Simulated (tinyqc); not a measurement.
Inside a calculation. Model: precursor delivery by bubblers, mass-transport growth and the solid composition of a III-V alloy. Computed by tinyqc, a small Python program that keeps every step. Command: `OMP_NUM_THREADS=1 python tinyqc.py 3025043 3025044 out.jsonl movpe_thermo walk`. One thread of a shared host (Intel(R) Xeon(R) Processor @ 2.30GHz), about 0.01 s of CPU time with the checks. Intermediate numbers are printed to about 6 digits and carried at full precision; extremes and crossings named in words are read from the listed rows.

1 sccm = 44.615 micromol/min; 1 torr = 133.322 Pa. The sources decompose fully at the surface.

Inputs (values chosen for the exercise, modelled on trimethylgallium (source 1) and trimethylindium (source 2) for the vapour pressures):
```
quantity                                                                                                  value        unit
bath temperature T1                                                                                         275           K
bath temperature T2                                                                                         296           K
bubbler pressure p_b                                                                                       1400        torr
carrier flow F1                                                                                             2.6        sccm
carrier flow F2                                                                                              21        sccm
total flow F_t                                                                                               21         slm
group-V flow F_V                                                                                             81        sccm
reactor pressure p                                                                                          760        torr
growth temperature T                                                                                        930           K
diffusivity at 273 K and 760 torr                                                                          0.36      cm^2/s
flow cross-section A                                                                                         80        cm^2
distance from the leading edge z                                                                            9.2          cm
lattice constant a                                                                                         5.53    angstrom
interaction L0 of the solid                                                                                10.3      kJ/mol
log10 of p_B,eq over pure BC at 1000 K and 1 torr of group V (exaggerated: liquid indium has about -4.1)   -1.8  log10 torr
enthalpy of that equilibrium H                                                                              314      kJ/mol
```

Alloy: mixing on the group-III sites, with desorption of B.

constants a, b of source 1 (log10 torr, K): 8.07  1703

constants a, b of source 2 (log10 torr, K): 10.48  3014

Constants: k_B = 1.380649e-23 J/K; R = 8.314462618 J/(mol K).

## Bubblers

log10 p_v = a - b/T_bath; molar flow = F x 44.615 x p_v/(p_b - p_v) for a saturated bubbler.

vapour pressure 1 = 75.3829 torr

molar flow 1 = 6.60141 micromol/min

vapour pressure 2 = 1.98412 torr

molar flow 2 = 1.32971 micromol/min

One kelvin of bath error changes flow 1 by 5.5 % and flow 2 by 7.9 %.

## Partial pressures in the reactor

p_i = p n_i/(44615 F_t), F_t in slm; p_V = p F_V/(1000 F_t), counted per molecule supplied; V/III = 44.615 F_V/(n1 + n2); vapour fraction of source 2 = n2/(n1 + n2).

p_1 = 0.00535488 torr

p_2 = 0.00107862 torr

p_V = 2.93143 torr

V/III ratio = 455.650

vapour fraction of source 2 = 0.167657

## Mass transport

Mean velocity u = (F_t/A)(760/p)(T/273); D = D0 (T/273)^1.75 (760/p); boundary layer delta = sqrt(pi D z/u); flux = D dp/(delta k_B T); growth rate = flux x a^3/4.

velocity u = 14.9038 cm/s

D = 3.07513 cm^2/s

boundary layer delta = 2.44203 cm

growth rate per torr of group III = 19.9006 micrometre/(h torr)

Caution: the boundary layer is a quarter or more of the root of the cross-section, so it fills much of the channel and depletion along the flow matters.

## Solid composition

A sticks fully. B desorbs: its surface pressure is p_B* = x gamma_B K/sqrt(p_V), ln gamma_B = L0 (1 - x)^2/(R T), K = 10^(log10 K at 1000 K) exp[-(H/R)(1/T - 1/1000)], p_V in torr. With equal diffusivities x = (p_2 - p_B*)/(p_1 + p_2 - p_B*). Growth rate = rate per torr x p_1/(1 - x).

K/sqrt(p_V) = 5.39448e-04 torr

solid fraction x = 0.140562

share of B incorporated, 1 - p_B*/p_2 = 0.811960

growth rate = 0.123994 micrometre/h

Only 81 % of the B supplied is built in; more group V or a lower T would raise it.

## Incorporation against temperature

A sticks fully. B desorbs: its surface pressure is p_B* = x gamma_B K/sqrt(p_V), ln gamma_B = L0 (1 - x)^2/(R T), K = 10^(log10 K at 1000 K) exp[-(H/R)(1/T - 1/1000)], p_V in torr. With equal diffusivities x = (p_2 - p_B*)/(p_1 + p_2 - p_B*).

At fixed flows:
```
T (K)  K/sqrt(p_V) (torr)         x  share of B incorporated, 1 - p_B*/p_2
826           3.24678e-06  0.167458                               0.998575
862           2.19140e-05  0.166374                               0.990824
895           1.10225e-04  0.161517                               0.956323
918           3.17260e-04  0.150938                               0.882553
946           1.07209e-03  0.119308                               0.672554
973           3.24590e-03  0.069455                               0.370548
1004          1.07598e-02  0.026888                               0.137174
1049          5.40240e-02  0.006030                               0.030116
```

x equals the vapour fraction 0.168 while gamma_B K/sqrt(p_V) is small against p_1 + p_2 = 0.0064 torr and falls once it is not. Between the last rows the apparent energy R d ln x/d(1/T) is 291 kJ/mol, against H = 314.

Checks made by the program: the sensitivity to the bath against a difference (relative difference below 1e-10).
